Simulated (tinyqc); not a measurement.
Thermodynamics of metal silicides: hull, first phase, silicon consumed, nucleation and stability against SiO2. Changing the silicon available t_Si. Computed by tinyqc, a small Python program. Command: `OMP_NUM_THREADS=1 python tinyqc.py 3025375 3025376 out.jsonl silphase sweep`. One thread of a shared host (Intel(R) Xeon(R) Processor @ 2.30GHz), about 0.01 s of CPU time with the checks.

Entropies of formation of the solids are neglected, so heats stand for free energies. Si fractions: M2Si 0.3333, MSi 0.5000, MSi2 0.6667.

Inputs (values chosen for the exercise, of the order of those of cobalt silicides for heats and volumes only):
```
quantity                   value          unit
heat of formation of M2Si  -37.7  kJ/mol atoms
heat of formation of MSi   -49.7  kJ/mol atoms
heat of formation of MSi2  -34.4  kJ/mol atoms
molar volume of M           6.67      cm^3/mol
molar volume of Si         12.06      cm^3/mol
metal thickness t             24            nm
```

Phases: M2Si, MSi, MSi2.

Method. A phase is stable if it lies below every straight line between a phase on its left and one on its right (M and Si at zero). Distance = its heat less the lowest such line, negative for a stable phase. Overall Si fraction x0 = (t_Si/V_Si)/(t_Si/V_Si + t/V_M). In equilibrium the two stable phases that bracket x0 share the atoms by the lever rule.

One run for each value:
```
silicon available t_Si (nm)  overall Si fraction x0  share of atoms in the Si-richer phase
7.2                                         0.14231                                0.42693
19.8                                        0.31332                                0.93996
32.4                                        0.42747                                0.56484
45.0                                        0.50908                                0.05450
57.6                                        0.57033                                0.42198
70.2                                        0.61799                                0.70793
82.8                                        0.65613                                0.93679
95.4                                        0.68735                                0.06204
108.0                                       0.71337                                0.14011
```

Describe and explain the trends.

Over the rows, overall Si fraction x0 rises from 0.142 to 0.713 (exponent d ln y / d ln x 0.78 between the first rows and 0.30 between the last); share of atoms in the Si-richer phase lies between 0.0545 and 0.940 without a single trend. The share restarts from zero each time x0 passes the composition of a stable phase.

Extremes, crossings and ranges named in words are read from the listed rows.
